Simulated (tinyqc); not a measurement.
Holstein polaron on two sites: one step, computed by the program tinyqc. Command: `OMP_NUM_THREADS=1 python tinyqc.py 3008564 3008565 out.jsonl holstein walk`. One thread of a shared host (Intel(R) Xeon(R) Processor @ 2.30GHz), about 0.01 s of CPU time with the checks.

One electron on sites 1 and 2: H = -t (c1+ c2 + c2+ c1) + hbar omega sum_i b_i+ b_i - g hbar omega sum_i n_i (b_i + b_i+). The symmetric phonon shifts the energy by -g^2 hbar omega/2 and drops out; with b = (b_1 - b_2)/sqrt(2) there remains H = -t sigma_x + hbar omega b+ b - (g hbar omega/sqrt(2)) sigma_z (b + b+). Parity splits it into blocks p = +1 and -1 over phonon numbers n. Zero-point energies are left out. Weights Z refer to mode b alone; the displaced symmetric mode multiplies the full zero-phonon weight by exp(-g^2/2).

Problem. The even block in a small basis. Block p: H_nn = n hbar omega - p t (-1)^n - g^2 hbar omega/2, H_(n,n+1) = -(g hbar omega/sqrt(2)) sqrt(n + 1). Take p = +1 and n = 0..N-1.

Inputs (values chosen for the exercise, for a model dimer):
```
quantity                  value  unit
hopping t                    36   meV
phonon energy hbar omega   67.8   meV
coupling g                 1.22     -
phonon levels kept N          4     -
```

Give: H, even block.

Solution.

H, even block (meV):
```
        1       2        3        4
1  -86.46  -58.49     0.00     0.00
2  -58.49   53.34   -82.72     0.00
3    0.00  -82.72    49.14  -101.31
4    0.00    0.00  -101.31   188.94
```
